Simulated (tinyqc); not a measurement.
Hot electrons in a saturated n-channel MOSFET, lucky-electron model: one step of the calculation.

Beyond pinch-off the lateral field grows as Esat cosh(y/l) over the velocity-saturated region (pseudo-two-dimensional model). Impact ionisation in this region gives the substrate current, which biases the body forward through Rsub. Currents are per width. Local-field laws: they overstate ionisation when the field peak is narrower than an energy relaxation length.

Question. Gate current, lifetime and channel shortening. Ig = Cg Id exp(-pb/(lm Em)); lifetime tau = (Hl/Id)(Isub/Id)^(-m); length of the saturated region dL = l ln[(dV/l + Em)/Esat]. 1 year = 3.15576e7 s.

Inputs (values chosen for the exercise); values close to those of silicon n-channel devices: hot-electron mean free path lm = 7.6 nm; oxide barrier pb = 3.2 V; prefactor of the gate current Cg = 0.0027; lifetime exponent m = 2.9; lifetime constant Hl = 5500 s uA/um.

Id = 183.38644 uA/um
dV = 1.9817154 V
Em = 0.39877895 MV/cm
Isub = 5.3614014 uA/um
l = 50.079936 nm
Esat = 0.049375000 MV/cm

Wanted: Isub/Id; Ig; tau; dL.

Answer.

Isub/Id = 0.02924
Ig = 12.86 pA/um
tau = 0.02671 years
dL = 139.1 nm

The lifetime misses ten years.

tinyqc, about 0.01 s, one thread, Intel Xeon 2.30GHz (shared host): `OMP_NUM_THREADS=1 python tinyqc.py 2550151 2550152 out.jsonl`
